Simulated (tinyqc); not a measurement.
Zener tunnelling in a reverse-biased junction, two-band WKB: one step of the calculation.

Abrupt p-n junction, depletion approximation. Energies E are counted from the conduction-band edge of the neutral n side; its Fermi level lies at dn, that of the p side at dn - V, and the valence-band edge of the neutral p side at Em = dn + dp - V. Tunnelling needs 0 < E < Em. Two-band dispersion with equal masses m: inside the gap kappa = sqrt(m u (1 - u/Eg)/C), u the distance from a band edge, C = hbar^2/(2 m0).

Question. Fermi levels and built-in voltage. Nd = Nc F12(dn/Vt), Na = Nv F12(dp/Vt), F12(x) = (2/sqrt(pi)) int_0^infinity sqrt(u)/(1 + exp(u - x)) du; dn = EF - Ec on the n side, dp = Ev - EF on the p side (negative outside the bands); Vbi = Eg + dn + dp.

Inputs (values chosen for the exercise); band and dielectric values close to those of In0.53Ga0.47As: temperature T = 200 K; band gap Eg = 0.747 eV; conduction-band density of states at 200 K Nc = 1.14e17 cm^-3; valence-band density of states at 200 K Nv = 4.26e18 cm^-3; acceptor density Na = 2.5e19 cm^-3; donor density Nd = 3.3e18 cm^-3.

Constants: q = 1.602176634e-19 C, kB = 1.380649e-23 J/K, Vt = kB T/q. Results are converted to the units shown.

Find: dn; dp; Vbi.

Answer.

dn = 0.1952 eV
dp = 0.06376 eV
Vbi = 1.006 V

Boltzmann statistics would give dn = 0.0580 eV and dp = 0.0305 eV. At zero bias the bands of the two sides overlap by dn + dp.

Range of the model: Parabolic densities of states, no band tails and no gap narrowing, all of which matter at such doping.

Computed by the program tinyqc: `OMP_NUM_THREADS=1 python tinyqc.py 2620041 2620042 out.jsonl`, one thread of a shared Intel Xeon 2.30GHz, about 0.01 s for the whole run.
